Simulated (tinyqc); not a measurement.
Scan in temperature at fixed frequency: admittance spectroscopy and thermally stimulated current of one trap level in a depletion layer. Computed by tinyqc, a small Python program. Command: `OMP_NUM_THREADS=1 python tinyqc.py 3112695 3112696 out.jsonl admit walk`. One thread of a shared host (Intel(R) Xeon(R) Processor @ 2.30GHz), about 0.01 s of CPU time with the checks.

A Schottky junction on n-type material holds one donor-like electron trap; shallow donors are fully ionised and abrupt depletion edges are assumed.

Inputs (values chosen for the exercise, modelled on n-type beta-Ga2O3):
```
quantity                         value    unit
dielectric constant eps           10.1       -
density-of-states mass m         0.274     m_0
shallow doping N                 1e+16  1/cm^3
trap density N_t               2.1e+15  1/cm^3
trap depth E_t below the band    0.584      eV
capture cross section sigma    3.3e-15    cm^2
band bending V_b                   1.1       V
test frequency f                   800      Hz
```

Constants: k_B = 1.380649e-23 J/K; m_0 = 9.1093837015e-31 kg; h = 6.62607015e-34 J s; k_B = 8.617333262e-05 eV/K; eps_0 = 8.8541878128e-12 F/m; e = 1.602176634e-19 C.

Method:
- N_c = 2 (2 pi m k_B T/h^2)^(3/2), v_th = sqrt(3 k_B T/m), emission rate e_n = sigma v_th N_c exp(-E_t/(k_B T)).
- Where the level crosses the Fermi level capture equals emission, so the trap follows the signal with the rate 2 e_n; G/omega peaks at omega = 2 e_n (the correction for large N_t/N is left out).
- Solve 2 e_n(T_p) = 2 pi f.
- With E_c - E_F = k_B T_p ln(N_c/N): lambda = sqrt(2 eps eps_0 (E_t - (E_c - E_F))/(e^2 N)); traps are empty and charged for x < x_t = w - lambda, and V_b = e (N w^2 + N_t x_t^2)/(2 eps eps_0). High frequency: C_hf = eps eps_0/w. Low frequency: C_lf = eps eps_0 (N + N_t)/(N w + N_t x_t).
- With x = omega/(2 e_n): C = C_hf + (C_lf - C_hf)/(1 + x^2), G/omega = (C_lf - C_hf) x/(1 + x^2); C_hf and C_lf are held at their values at T_p.

peak temperature T_p = 359.772 K

C_hf = 25.9297 nF/cm^2

C_lf = 28.9851 nF/cm^2

Admittance:
```
T (K)  omega/(2 e_n)  C (nF/cm^2)  G/omega (nF/cm^2)
316.6         16.849       25.940             0.1807
331.0          6.074       26.010             0.4897
341.8          2.983       26.238             0.9208
352.6          1.527       26.847             1.4003
359.8          0.998       27.460             1.5277
367.0          0.663       28.052             1.4073
377.8          0.369       28.619             0.9925
392.2          0.177       28.892             0.5251
410.1          0.076       28.967             0.2317
```

The peak of G/omega is half the step, 1.53 nF/cm^2. Its full width is near 2 ln(2 + sqrt3) k_B T_p^2/(E_t + 2 k_B T_p) = 45.5 K.

Extremes, crossings and ranges named in words are read from the listed rows.
